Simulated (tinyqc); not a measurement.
# Strain, valley repopulation and piezoresistance in a many-valley conduction band, step by step

A worked calculation. Computed by tinyqc, a small Python program that keeps every step. Command: `OMP_NUM_THREADS=1 python tinyqc.py 3021230 3021231 out.jsonl valleys walk`. One thread of a shared host (Intel(R) Xeon(R) Processor @ 2.30GHz), about 0.02 s of CPU time with the checks. Intermediate numbers are printed to about 5 digits and carried at full precision; extremes and crossings named in words are read from the listed rows.

Valleys are ellipsoids with mass m_l along the axis a and m_t across it, parabolic, with one constant relaxation time; strain shifts the valleys and leaves the masses alone. Currents are taken along [100], in the plane, and along [001], across the plane.

Inputs (values chosen for the exercise, modelled on silicon): longitudinal mass m_l = 0.925 m_0; transverse mass m_t = 0.191 m_0; shear deformation potential Xi_u = 9.2 eV; dilation deformation potential Xi_d = 1.1 eV; C11 = 165 GPa; C12 = 63.9 GPa; C44 = 79.8 GPa; stress X (tension positive) = -160 MPa; electron density n = 1.7e+17 1/cm^3; relaxation time tau = 90 fs; temperature T = 300 K.

Valley axes: <100> (6 valleys in 3 pairs). Load: biaxial in the (001) plane.

Constants: k_B = 8.617333262e-05 eV/K; m_0 = 9.1093837015e-31 kg; k_B = 1.380649e-23 J/K; hbar = 1.054571817e-34 J s; e = 1.602176634e-19 C.

## Strain

Compliances S11 = (C11 + C12)/((C11 - C12)(C11 + 2 C12)), S12 = -C12/((C11 - C12)(C11 + 2 C12)), S44 = 1/C44; stress sigma_xx = sigma_yy = X, all else 0; e_xx = S11 sigma_xx + S12 (sigma_yy + sigma_zz), e_xy = S44 sigma_xy/2 (tensor strain).

strain tensor (%), rows x, y, z:
$$\begin{pmatrix}
-0.089183 & 0.000000 & 0.000000 \\
0.000000 & -0.089183 & 0.000000 \\
0.000000 & 0.000000 & 0.069076
\end{pmatrix}$$

## Valley shifts

Herring-Vogt shift of a valley with unit axis a: dE = Xi_d tr(e) + Xi_u a.e.a.

shifts dE (meV): x -9.4070, y -9.4070, z 5.1528

splitting (highest minus lowest) = 14.560 meV

Lowest: x, y; the splitting is 0.563 k_B T.

## Populations

Each of the 6 valleys holds n_v = N_v (2/sqrt(pi)) F_1/2((E_F - dE_v)/(k_B T)), N_v = 2 (m_d k_B T/(2 pi hbar^2))^(3/2), m_d = (m_l m_t^2)^(1/3); E_F solves sum n_v = n and is counted from the unstrained edge. F_j(eta) = int_0^infinity x^j/(1 + exp(x - eta)) dx, without a gamma-function factor. It is evaluated after integrating by parts. Integrals over x = E/(k_B T) use 160 Gauss-Legendre points in u = sqrt(x) from 0 to sqrt(max(eta, 0) + 32).

Fermi level E_F = -136.98 meV

share of the electrons (per pair): x 0.38910, y 0.38910, z 0.22179

## Mobility tensor and resistance change

Mobility tensor mu = e tau sum_v (n_v/n) [1/m_t + (1/m_l - 1/m_t) a a^T]; unstrained mu_0 = e tau (1/m_l + 2/m_t)/3; resistivity along d from the inverse tensor, rho_d = d.mu^-1.d/(n e), mobility along d = 1/(d.mu^-1.d); gauge pi_d = (rho_d/rho_0 - 1)/X.

mobility tensor (cm^2/(V s)), rows x, y, z:
$$\begin{pmatrix}
572.87 & 0.00 & 0.00 \\
0.00 & 572.87 & 0.00 \\
0.00 & 0.00 & 682.91
\end{pmatrix}$$

unstrained mobility mu_0 = 609.55 cm^2/(V s)

mobility along the first direction = 572.87 cm^2/(V s)

mobility along the second direction = 682.91 cm^2/(V s)

resistance change along the first direction = 6.4023 %

resistance change along the second direction = -10.741 %

The mobility lies between e tau/m_l = 171 and e tau/m_t = 829; the trace stays at 3 mu_0. Along the first direction the filled valleys present more of their heavy mass.

## Linear piezoresistance coefficients

With eta_0 the reduced Fermi level without strain, r = F_-1/2(eta_0)/(2 F_1/2(eta_0)) (1 for a classical gas) and c = r (Xi_u/k_B T) (m_l - m_t)/(2 m_l + m_t): pi11 = -(2/3) c (S11 - S12), pi12 = -pi11/2, pi44 = 0, with S11 - S12 = 1/(C11 - C12).

eta_0 = -5.0897

degeneracy factor r = 0.99783

pi11 = -84.210 1e-11/Pa

pi12 = 42.105 1e-11/Pa

pi44 = 0 1e-11/Pa

The gas is classical, so the coefficients follow 1/T.

## Full result against the linear law

Linear theory: pi = pi11 + pi12 in the plane and 2 pi12 across it.

Resistance changes (%); at 2000 MPa the strain is near or above 1 %, where band warping, left out here, matters:
```
X (MPa)  splitting (meV)  largest share  first direction   linear  second direction   linear
-2000             182.00        0.49978           21.888   84.210            -26.42  -168.42
-1000              91.00        0.49269           20.762   42.105            -25.59   -84.21
-400               36.40        0.44540           13.754   16.842            -19.47   -33.68
-150               13.65        0.38604            6.030    6.316            -10.21   -12.63
-50                 4.55        0.35225            2.083    2.105             -3.92    -4.21
50                  4.55        0.37343           -2.117   -2.105              4.52     4.21
150                13.65        0.45850           -6.325   -6.316             15.61    12.63
400                36.40        0.67074          -15.399  -16.842             57.24    33.68
1000               91.00        0.94379          -24.773  -42.105            192.92    84.21
2000              182.00        0.99824          -26.399  -84.210            253.80   168.42
```

Along the first direction the linear law holds within 10 % for 5 of the 10 stresses, at -150, -50.0, 50.0, 150, 400 MPa. At the largest compression the full change is +21.9 % against the linear +84.2 %, at the largest tension -26.4 % against -84.2 %: once the splitting is comparable with k_B T (or E_F) the populations no longer follow it linearly, and the change must saturate when the upper valleys are empty.

Checks made by the program: trace of the tensor against 3 mu_0 (relative difference below 1e-10); linear coefficients against the full calculation at 0.01 MPa (relative difference 1e-05).
